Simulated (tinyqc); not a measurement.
Inside a calculation. Method: lattice vibrations of a chain. Computed by tinyqc, a small Python program that keeps every step. Command: `OMP_NUM_THREADS=1 python tinyqc.py 29947 29948 out.jsonl` (the two numbers bound the seeds that draw the settings). One thread of a shared host (Intel(R) Xeon(R) Processor @ 2.60GHz), about 0.01 s of CPU time with the checks.

## Dynamical matrix at q = 0.07

A chain moving along its axis:
```
atom                mass (u)  spring to the next atom (eV/angstrom^2)
1                  92.500000                                 8.700000
2                  79.300000                                13.400000
3                  74.000000                                26.200000
4                  31.100000                                26.400000
second neighbours          -                                 2.600000
```

q is in units of 2 pi/a. A spring k from atom i to atom j, n cells on, adds k to Phi_ii and Phi_jj, -k exp(2 pi i q n) to Phi_ij and the conjugate to Phi_ji (for one atom a cell: 2k (1 - cos 2 pi q n)); D_ij = Phi_ij / sqrt(m_i m_j).

D(q) (eV/(angstrom^2 u)):
```
[[0.435676, -0.101581, -0.059861+0.013380i, -0.445367+0.209574i],
 [-0.101581, 0.344262, -0.174925, -0.099727+0.022292i],
 [-0.059861-0.013380i, -0.174925, 0.605405, -0.546142],
 [-0.445367-0.209574i, -0.099727-0.022292i, -0.546142, 1.858521]]
```

## Frequencies

omega^2 are the eigenvalues; wavenumber = 521.4708 sqrt(eigenvalue) 1/cm.

eigenvalues: [0.004575, 0.435049, 0.627812, 2.176429]

wavenumbers (1/cm): [35.3, 344.0, 413.2, 769.3]

weights |e|^2 of the mass-weighted modes, order atom 1, atom 2, atom 3, atom 4:
```
[[0.334668, 0.410568, 0.193043, 0.061722],
 [0.286431, 0.545656, 0.167818, 0.000095],
 [0.267023, 0.019053, 0.618558, 0.095366],
 [0.111878, 0.024723, 0.020582, 0.842817]]
```

## Dispersion and heat capacity

C/k_B per atom = mean over q = (j + 1/2)/80, j = 0..39 and all branches of y^2 e^y/(e^y - 1)^2, y = hc wavenumber / k_B T.

Wavenumbers (1/cm):
```
q           branch 1    branch 2    branch 3    branch 4
0.000000    0.000000  346.846613  412.433549  769.224243
0.062500   31.501238  344.533506  413.038671  769.294049
0.125000   62.759199  337.867676  414.605995  769.492383
0.187500   93.528960  327.442748  416.617343  769.787965
0.250000  123.559989  313.837010  418.618805  770.134727
0.312500  152.583473  297.509521  420.330485  770.479457
0.375000  180.261005  278.880797  421.609791  770.770132
0.437500  205.855829  258.713095  422.393233  770.963560
0.500000  222.513886  243.864235  422.656400  771.031332
```

Heat capacity:
```
T (K)  C/k_B per atom
20           0.045588
50           0.118787
100          0.273915
200          0.554215
300          0.720352
600          0.906331
1200         0.974401
```

zero-point energy per atom = 25.036938 meV
